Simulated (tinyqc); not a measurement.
One electron in a tunnel-coupled double dot: charge qubit, sensing and quantum capacitance: one step of the calculation.

Basis (left, right), H = [[ep/2, tc], [tc, -ep/2]], splitting Om = sqrt(ep^2 + 4 tc^2), ep = al times the gate voltage. In equilibrium the electron is on the right with the chance P_R = [1 + (ep/Om) tanh(Om/2 kB T)]/2.

Problem. Capacitance seen by a resonator. q^2 al^2 dP_R/d(ep) splits into Cq = q^2 al^2 (2 tc^2/Om^3) tanh(Om/2 kB T) and Ct = q^2 al^2 (ep/Om)^2/(4 kB T cosh^2(Om/2 kB T)); Ct appears only if relaxation is faster than the drive. A resonator of frequency f0, capacitance Cp and quality factor Q shifts by df = -f0 Cq/(2 Cp) and its phase by -2 Q Cq/Cp.

Inputs (values chosen for the exercise):
- tc = 17 ueV (tunnel coupling)
- T = 0.062 K (electron temperature)
- al = 0.45 eV/V (lever arm of the gate on the detuning)
- Cp = 0.66 pF (parasitic capacitance of the resonator)
- f0 = 180 MHz (resonator frequency)
- Q = 142 (loaded quality factor)
- ep = -13.7 ueV (detuning)

Constants: q = 1.602176634e-19 C, kB = 1.380649e-23 J/K, Vt = kB T/q. Results are converted to the units shown.

Find: Cq; Ct; df; phase shift.

Solution.

Cq = 379.93 aF
Ct = 0.88700 aF
df = -51.809 kHz
phase shift = -9367.0 millidegree

Numbers from tinyqc (`OMP_NUM_THREADS=1 python tinyqc.py 2470104 2470105 out.jsonl`; about 0.01 s on one thread of a shared Intel Xeon 2.30GHz).
